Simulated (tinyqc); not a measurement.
Correlation length: interface roughness in a thin film (subband fluctuation and scattering).

Square well of width t, barriers V0, c = hbar^2/2m0: E1 solves k t + 2 atan[(k/mz)/(kappa/mb)] = pi, k = sqrt(mz E/c), kappa = sqrt(mb (V0 - E)/c). One interface is rough, so the subband edge fluctuates by G dt with G = |dE1/dt| (central difference of 0.01 angstrom; 2 E1/t for hard walls).

Gaussian roughness spectrum S(q) = pi D^2 Lc^2 exp(-q^2 Lc^2/4). Degenerate gas, taken to fill one subband (the second starts to fill once c kF^2/md exceeds E2 - E1, which is not tested here): kF = sqrt(2 pi Ns/gv), q = 2 kF sin(theta/2), 1/tau = (md/(2 pi c hbar)) G^2 times the integral from 0 to pi of S(q)(1 - cos theta)/eps(q)^2 dtheta, eps(q) = 1 + qs/q with screening (qs = gv md q0/(c eps), q0 = e^2/(4 pi eps0), form factors left out, which overstates the screening; other scattering is left out too, so these values lie far above measured mobilities in all but the thinnest films) or 1 without; mobility = tau c2/md with c2 = e/m0 = 1.75882e15 cm^2/(V s^2); 1e12/cm^2 = 1e-4/angstrom^2.

Constants: hbar^2/2m0 = 3.80998211 eV angstrom^2; hbar = 6.58211957e-16 eV s; e^2/(4 pi eps0) = 14.39964547 eV angstrom.

Inputs chosen for the exercise (near those of a thin GaN channel; not measured data):

| symbol | value | unit | meaning |
|---|---|---|---|
| t | 50 | angstrom | film thickness |
| mz | 0.206 | m0 | confinement mass |
| V0 | 1.89 | eV | barrier |
| mb | 0.32 | m0 | barrier mass |
| md | 0.204 | m0 | mass in the plane |
| gv | 1 |  | valleys |
| D | 4 | angstrom | rms height of the roughness |
| Ns | 10 | x 1e12/cm^2 | sheet density |
| eps | 9.7 |  | mean dielectric constant at the channel |
| Ll | (4, 8, 14, 22, 35, 55, 90) | angstrom | correlation lengths |

Fixed D; bare and screened mobility.

Results:

| Lc (angstrom) | kF Lc | bare mobility (cm^2/(V s)) | screened mobility (cm^2/(V s)) |
|---|---|---|---|
| 4 | 0.32 | 7.94e+04 | 2.05e+05 |
| 8 | 0.63 | 2.48e+04 | 6.48e+04 |
| 14 | 1.11 | 1.44e+04 | 3.94e+04 |
| 22 | 1.74 | 1.68e+04 | 5.30e+04 |
| 35 | 2.77 | 3.19e+04 | 1.55e+05 |
| 55 | 4.36 | 5.48e+04 | 4.64e+05 |
| 90 | 7.13 | 9.22e+04 | 1.53e+06 |

The bare mobility is lowest at Lc = 14 angstrom of those listed (kF Lc = 1.11). The screened mobility is lowest at Lc = 14 angstrom of those listed (kF Lc = 1.11). Short roughness averages out (mobility as 1/Lc^2; the first two rows give exponent -1.68), and long roughness deflects only by small angles (bare mobility rising as Lc; the last two rows give 1.06).

Program tinyqc; command `OMP_NUM_THREADS=1 python tinyqc.py 1280756 1280757 out.jsonl`; about 0.01 s on one thread of a shared Intel(R) Xeon(R) Processor @ 2.30GHz.
